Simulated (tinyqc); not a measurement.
# Potential-pH (Pourbaix) lines of a metal, its cation, its oxide and an oxyanion, with a complexing ligand, step by step

A worked calculation. Computed by tinyqc, a small Python program that keeps every step. Command: `OMP_NUM_THREADS=1 python tinyqc.py 3005707 3005708 out.jsonl pourb walk`. One thread of a shared host (Intel(R) Xeon(R) Processor @ 2.30GHz), about 0.01 s of CPU time with the checks. Intermediate numbers are printed to about 5 digits and carried at full precision; extremes and crossings named in words are read from the listed rows.

Potentials are against the standard hydrogen electrode; solids and water have unit activity; dG_f of M, H+ and the electron is zero; F = e N_A and s = R T ln(10)/F. The cation carries z = 3.

Inputs (values chosen for the exercise, modelled on aluminium):

| quantity | value | unit |
|---|---|---|
| dG_f of the cation | -485.2 | kJ/mol |
| dG_f of the oxide | -1585.1 | kJ/mol |
| dG_f of the oxyanion | -835.96 | kJ/mol |
| dG_f of water | -237.14 | kJ/mol |
| temperature T | 298.15 | K |
| log10 of the dissolved activity a | -5 | - |
| pH | 12 | - |
| potential E | 0.83 | V |
| log10 of the stability constant beta of ML | 5.5 | - |
| pKa of HL | 4.7 | - |
| total ligand c_L | 0.0056 | mol/L |
| limiting current density i_L | 5.9e-05 | A/cm^2 |
| molar volume V_m | 10 | cm^3/mol |

Species: M, M3+, M2O3, MO2(-).

exchange current densities, metal and cathodic (A/cm^2): 1.5e-05  3.5e-12

Tafel slopes, anodic and cathodic (mV/decade): 45  140

Constants: R = 8.314462618 J/(mol K); e = 1.602176634e-19 C; N_A = 6.02214076e+23 1/mol.

## Standard potentials

M3+ + 3e = M; (1/2) M2O3 + 3H+ + 3e = M + (3/2) H2O; MO2(-) + 4H+ + 3e = M + 2H2O. For each, E0 = -dG/(z F), and E = E0 + (s/z) log10 a - (s n_H/z) pH, with no activity term for the oxide.

s = 0.059159 V

E0 (V): cation -1.6762, oxide -1.5092, oxyanion -1.2495

The metal is less noble than hydrogen.

## Vertical lines

Two oxidised species coexist where their lines against the metal cross: pH1 (cation/oxide) = [E0(oxide) - E0(cation)]/s - (log10 a)/z; pH2 (oxide/oxyanion) = {[E0(oxyanion) - E0(oxide)]/s + (log10 a)/z}/(4/z - 1).

pH1 = 4.4908

pH2 = 8.1675

width of the oxide field, pH2 - pH1 = 3.6767

The oxide is stable from pH 4.49 to 8.17; each decade less of dissolved metal narrows this field by 1.33 pH units.

## The stable species at (pH, E)

The metal is stable below the lowest of the three lines; above it, the species of the lowest line is stable. Water lines at 1 bar: hydrogen E = -s pH, oxygen E = -dG_f(water)/(2F) - s pH.

lines at this pH (V): cation -1.7748, oxide -2.2191, oxyanion -2.2947

upper limit of immunity = -2.2947 V

hydrogen line = -0.70991 V

oxygen line = 0.51898 V

E above the limit of immunity = 3.1247 V

Stable here: the oxyanion (corrosion). The point lies outside the stability range of water. Water itself can oxidise the metal at this pH. Caution: other oxidation states, hydroxides and hydrides are left out, and the lines say nothing of rates.

## A complexing ligand

The free ligand is c_L/(1 + 10^(pKa - pH)) (ligand in excess); dissolved metal is a in all, so the free cation is a/alpha, alpha = 1 + beta [L]; the cation line drops by (s/z) log10 alpha.

free ligand = 0.0056000 mol/L

log10 alpha = 3.2484

cation line with ligand = -1.8389 V

that line less the oxide line = 0.38018 V

The oxide still lies below the complexed cation at this pH.

## Mixed potential with oxygen reduction

Anodic i = i0a 10^((E - E_a)/b_a) with E_a the cation line with ligand; cathodic i = i0c 10^((E_c - E)/b_c) with E_c the oxygen line; supply caps the cathodic current, 1/i_c = 1/i(Tafel) + 1/i_L. E_corr makes the two currents equal. Without the cap it would be [b_c E_a + b_a E_c + b_a b_c log10(i0c/i0a)]/(b_a + b_c). Rate = i V_m/(z F). Films are left out.

E_corr without the cap = -1.4912 V

corrosion potential E_corr = -1.8121 V

corrosion current density = 5.9000e-05 A/cm^2

i/i_L = 1.00000

etch rate = 1.2230 nm/min

The current sits at the supply limit: stirring or more oxidant, not the ligand, sets the rate. Caution: at this pH the oxyanion, not the cation, is the stable product, so this anodic line is not the one that acts. Caution: E_corr lies below the hydrogen line, so hydrogen evolution, left out here, adds cathodic current. Caution: so near the reversible potential the back reaction matters and the Tafel form fails.

## The diagram with and without ligand

The formulas are those given above.

Lines against the metal (V); the species with the lowest line is stable above it:

| pH | cation | oxide | oxyanion | stable above | cation with ligand | stable above, ligand |
|---|---|---|---|---|---|---|
| 0 | -1.7748 | -1.5092 | -1.3481 | cation | -1.7751 | dissolved |
| 2 | -1.7748 | -1.6275 | -1.5059 | cation | -1.7878 | dissolved |
| 4 | -1.7748 | -1.7458 | -1.6636 | cation | -1.8236 | dissolved |
| 5 | -1.7748 | -1.8050 | -1.7425 | oxide | -1.8354 | dissolved |
| 6 | -1.7748 | -1.8641 | -1.8214 | oxide | -1.8385 | oxide |
| 7 | -1.7748 | -1.9233 | -1.9003 | oxide | -1.8389 | oxide |
| 8 | -1.7748 | -1.9825 | -1.9791 | oxide | -1.8389 | oxide |
| 9 | -1.7748 | -2.0416 | -2.0580 | oxyanion | -1.8389 | oxyanion |
| 10 | -1.7748 | -2.1008 | -2.1369 | oxyanion | -1.8389 | oxyanion |
| 12 | -1.7748 | -2.2191 | -2.2947 | oxyanion | -1.8389 | oxyanion |
| 14 | -1.7748 | -2.3374 | -2.4524 | oxyanion | -1.8389 | oxyanion |

Without ligand the oxide holds 4 of the eleven rows (pH 5 to 8), with it 3 (pH 6, 7, 8). The ligand acts once beta [L] exceeds 1, from pH = pKa - log10(beta c_L) = 1.5 on; its line then falls by at most s/z per pH unit and flattens beyond pKa, 0.064 V below the free cation at most. The oxide line falls faster, by s per pH unit, so the oxide takes over again at higher pH.

Checks made by the program: the lines cross at pH1 and pH2 (relative difference below 1e-10).
